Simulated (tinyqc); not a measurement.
Low-temperature mobility of a two-dimensional electron gas with static screening: one step, computed by the program tinyqc. Command: `OMP_NUM_THREADS=1 python tinyqc.py 3027684 3027685 out.jsonl twodeg walk`. One thread of a shared host (Intel(R) Xeon(R) Processor @ 2.30GHz), about 0.01 s of CPU time with the checks.

One subband is filled, the gas is degenerate and scatters at the Fermi circle; one permittivity serves on both sides of the interface. All formulas are in SI units, masses times m_0. Piezoelectric and polar phonons are left out, and n_s is taken as set by a gate, independent of N_i.

Problem. Remote charges. Form factors with u = q/b: screening G(q) = [1 + 9u/8 + 3u^2/8]/(1 + u)^3, remote charge P(q) = exp(-q d)/(1 + u)^3. Dielectric function eps(q) = 1 + q_TF G(q)/q, with q = 2 k_F sin(theta/2). Remote charges: <|U|^2> = N_i [e^2 P(q)/(2 eps eps_0 q)]^2. 1/tau_t = (m/(pi hbar^3)) int_0^pi (1 - cos theta) <|U|^2>/eps(q)^2 dtheta; the quantum rate 1/tau_q drops the factor (1 - cos theta); 200 Gauss-Legendre points in s with theta = pi s^2, s from 0 to 1; mu = e tau_t/m.

Inputs (values chosen for the exercise, modelled on a silicon inversion layer):
```
quantity                                        value    unit
in-plane mass m                                 0.183     m_0
permittivity eps                                 11.9       -
roughness height Delta                           0.78      nm
correlation length Lambda                         1.1      nm
remote charge density N_i                     4.2e+10  1/cm^2
distance d of the charges from the interface      1.7      nm
```

Wave function: Fang-Howard. Roughness spectrum: exponential.

k_F = 0.1078142 1/nm

b = 0.8773111 1/nm

q_TF = 1.162420 1/nm

effective field F = 0.05702246 MV/cm

Constants: m_0 = 9.1093837015e-31 kg; hbar = 1.054571817e-34 J s; e = 1.602176634e-19 C; eps_0 = 8.8541878128e-12 F/m.

Give: tau_t, charges; tau_q, charges; remote-charge mobility; tau_t/tau_q, charges.

Solution.

tau_t, charges = 6.305 ps

tau_q, charges = 3.930 ps

remote-charge mobility = 60598 cm^2/(V s)

tau_t/tau_q, charges = 1.604
